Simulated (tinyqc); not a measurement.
Dopant redistribution at a moving silicon-oxide interface during parabolic oxidation. From one set of inputs to another, one input at a time. Computed by tinyqc, a small Python program. Command: `OMP_NUM_THREADS=1 python tinyqc.py 3009084 3009085 out.jsonl segox ladder`. One thread of a shared host (Intel(R) Xeon(R) Processor @ 2.30GHz), about 0.01 s of CPU time with the checks.

Uniformly doped silicon is oxidised with x_ox = sqrt(B t); the interface advances into the silicon by alpha x_ox, alpha = 0.44. The dopant does not move in the oxide, and at the interface C(silicon) = m C(oxide).

The inputs printed are set A. Set A is modelled on arsenic in silicon under steam; the values taken over come from a set modelled on phosphorus in silicon under dry oxygen. Inputs not listed in the table keep their values of set A, so the rows need not describe a real material.

Inputs (values chosen for the exercise, modelled on arsenic in silicon under steam):
```
quantity                                           value    unit
dopant prefactor D0                                 10.4  cm^2/s
dopant activation energy E                          3.97      eV
oxidation prefactor B0                               370  um^2/h
oxidation activation energy E_B                    0.786      eV
segregation coefficient m = C(silicon)/C(oxide)      6.5       -
bulk doping C_B                                  4.5e+16  1/cm^3
temperature T                                        975       C
time t                                              0.72       h
```

Constants: k_B = 8.617333262e-05 eV/K.

Method:
- D = D0 exp(-E/(k_B T)), converted with 1 cm^2/s = 3.6e11 um^2/h; B = B0 exp(-E_B/(k_B T)); s = alpha sqrt(B/(4 D)), the interface advance over 2 sqrt(D t).
- Temperatures in kelvin are T(C) + 273.15.
- With the dopant diffusivity D and s = alpha x_ox/(2 sqrt(D t)), in the silicon C = C_B + (C_s - C_B) erfc(y/(2 sqrt(D t)))/erfc(s), y from the original surface. Dopant balance at the interface gives C_s/C_B = 1/[1 + (1/(m alpha) - 1) g], g = sqrt(pi) s exp(s^2) erfc(s).
- Consumed silicon held alpha x_ox C_B; the oxide holds x_ox times the dopant concentration in the oxide; the difference is the excess in the silicon; 1 um = 1e-4 cm.

Each row keeps all changes above it:
```
input moved                                                                     from         to  excess in the silicon (1/cm^2)      s  concentration in the oxide (1/cm^3)
set A                                                                              -          -                       2.117e+10  5.862                            1.930e+16
oxidation prefactor B0 (um^2/h) and oxidation activation energy E_B (eV)  370, 0.786  705, 1.22                       4.496e+10  1.076                            1.400e+16
bulk doping C_B (1/cm^3)                                                     4.5e+16    9.4e+16                       9.391e+10  1.076                            2.925e+16
time t (h)                                                                      0.72          3                       1.917e+11  1.076                            2.925e+16
segregation coefficient m = C(silicon)/C(oxide)                                  6.5         10                       2.820e+11  1.076                            2.355e+16
temperature T (C)                                                                975       1100                       7.268e+11  0.336                            1.397e+16
```

Excess in the silicon goes from 2.12e10 to 7.27e11, a factor 34.3 in all. The largest single move comes from temperature T (a factor 2.58). s goes from 5.86 to 0.336, a factor 0.0573 in all. The largest single move comes from oxidation prefactor B0 with oxidation activation energy E_B (a factor 0.184). Concentration in the oxide goes from 1.93e16 to 1.40e16, a factor 0.724 in all. The largest single move comes from bulk doping C_B (a factor 2.09), but it runs against the net change; the largest move in the direction of the net change is temperature T (a factor 0.593). The single moves hold for this order of the switches; the total does not depend on the order.

Caution (all rows): in this case the oxide is not much thicker than a typical Deal-Grove length A, so real growth is slower than parabolic. Caution (all rows): parabolic growth needs an oxide much thicker than the Deal-Grove length A, which fails for thin films and low temperatures; oxidation-enhanced or retarded diffusion is ignored.

Extremes, crossings and ranges named in words are read from the listed rows.
